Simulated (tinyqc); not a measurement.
Via and link resistance from two via chains.

Problem. A chain of 2000 vias joined by 2000 metal links has R = 2000 (Rv + Rlink), with Rlink proportional to the link length. Find Rv, Rlink for length L, and the value of Rv that the short chain would give if the links were ignored.

resistance of chains of 2000 links with link lengths L and 3 L (ohm): 27400  45000

Answer. R per link is a straight line in the link length; its intercept at zero length is Rv.

Rv = 9.300 ohm
Rlink = 4.400 ohm
Rv without correction = 13.70 ohm

Computed by the program tinyqc: `OMP_NUM_THREADS=1 python tinyqc.py 2750146 2750147 out.jsonl`, one thread of a shared Intel Xeon 2.30GHz, about 0.01 s for the whole run.
